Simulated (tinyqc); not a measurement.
Worked calculation: Cahn-Hilliard equation on a periodic one-dimensional grid. Computed by tinyqc, a small Python program that keeps every step. Command: `OMP_NUM_THREADS=1 python tinyqc.py 3031982 3031983 out.jsonl cahn walk`. One thread of a shared host (Intel(R) Xeon(R) Processor @ 2.30GHz), about 0.1 s of CPU time with the checks. Intermediate numbers are printed to about 5 digits and carried at full precision; extremes and crossings named in words are read from the listed rows.

Free energy F = h sum_j [A (c_j^2 - 1)^2/4 + (kappa/2) ((c_(j+1) - c_j)/h)^2]; dc/dt = Lap(mu), mu = A (c^3 - c) - kappa Lap(c), Lap(y)_j = (y_(j+1) - 2 y_j + y_(j-1))/h^2, mobility 1; the grid has n = 12 points.

Inputs (values chosen for the exercise, in reduced units):
```
quantity                    value  unit
spacing h                     1.2     -
well depth A                  1.4     -
gradient coefficient kappa   0.42     -
mean composition c0          0.23     -
noise amplitude               0.1     -
time step dt                 0.11     -
end time                      150     -
```

Scheme: explicit Euler.

## Linear stability

f'' = A (3 c0^2 - 1). Mode m has lambda_m = (4/h^2) sin^2(pi m/n) and the rate w_m = -lambda_m (f'' + kappa lambda_m). In the continuum the fastest wavelength is 2 pi sqrt(2 kappa/|f''|) with the rate f''^2/(4 kappa). Explicit steps near c = +-1, where f'' = 2A, are stable for dt < 2/(16 kappa/h^4 + 8 A/h^2).

f'' = -1.17782

Modes of the grid:
```
m  lambda_m      w_m
1    0.1861  0.20462
2    0.6944  0.61538
3    1.3889  0.82568
4    2.0833  0.63087
5    2.5917  0.23145
6    2.7778  0.03098
```

fastest wavelength = 5.3062

largest rate = 0.82575

explicit limit of dt = 0.18151

6 mode(s) grow; the fastest on the grid is m = 3, while the box holds 2.71 fastest wavelengths. dt is 0.61 of the explicit limit.

## The first step

random numbers: -0.669  -0.337  0.177  -0.097  0.700  -0.625  -0.069  0.312  -0.038  0.062  0.835  -0.816

Start: c_j = c0 + amplitude x (z_j - mean of z). c(new) = c + dt Lap(mu).

c at the start: 0.16781  0.20101  0.25241  0.22501  0.30471  0.17221  0.22781  0.26591  0.23091  0.24091  0.31821  0.15311

mu at the start: -0.23371  -0.27535  -0.30788  -0.33030  -0.32509  -0.28880  -0.29728  -0.32463  -0.31916  -0.33733  -0.32968  -0.26177

c after one step: 0.16248  0.20170  0.25318  0.22712  0.30708  0.16879  0.22637  0.26842  0.22910  0.24288  0.32281  0.15006

F at the start = 4.5122

F after one step = 4.5111

## The run

Run to the end time; break off if |c| exceeds 3 or F has risen by more than 1e-9 in more than 30 steps. Domains = stretches with c > c0.

Course:
```
step       t       F     min c    max c  domains
0       0.00  4.5122   0.15311  0.31821        3
27      2.97  4.2244  -0.34269  0.55219        3
68      7.48  2.6309  -0.86658  0.83916        2
136    14.96  2.3755  -0.88583  0.91360        2
205    22.55  2.3737  -0.87450  0.90816        2
273    30.03  2.3737  -0.87220  0.90711        2
409    44.99  2.3737  -0.87164  0.90686        2
546    60.06  2.3737  -0.87162  0.90685        2
750    82.50  2.3737  -0.87162  0.90685        2
955   105.05  2.3737  -0.87162  0.90685        2
1159  127.49  2.3737  -0.87162  0.90685        2
1364  150.04  2.3737  -0.87162  0.90685        2
```

c at the end: -0.87162  0.65478  0.90685  0.90685  0.65478  -0.87162  -0.87162  0.65478  0.90685  0.90685  0.65478  -0.87162

F at the end = 2.3737

steps in which F rose = 0

F never rises by more than 1e-9 in a step. The count of domains goes from 3 in the noise to 2 at the end, and c spans -0.872 to 0.907.

## Interfaces

Continuum wall between c = -1 and +1: c = tanh(x/w), w = sqrt(2 kappa/A), energy s = (2/3) sqrt(2 kappa A). With two walls per domain, the estimate of F at the end is 2 x domains x s. Volume fraction of the +1 phase by the lever rule: (1 + c0)/2.

wall half width w = 0.77460

wall energy s = 0.72296

estimate of F = 2.8918

volume fraction = 0.615

w/h = 0.64550

The run ends at F = 2.3737, 0.82 of the estimate: walls this close overlap, or the grid resolves them poorly. Caution: the half width of the wall is below the grid spacing, so the wall is barely resolved and feels the grid.

Checks made by the program: conservation of the mean (relative difference below 1e-10).
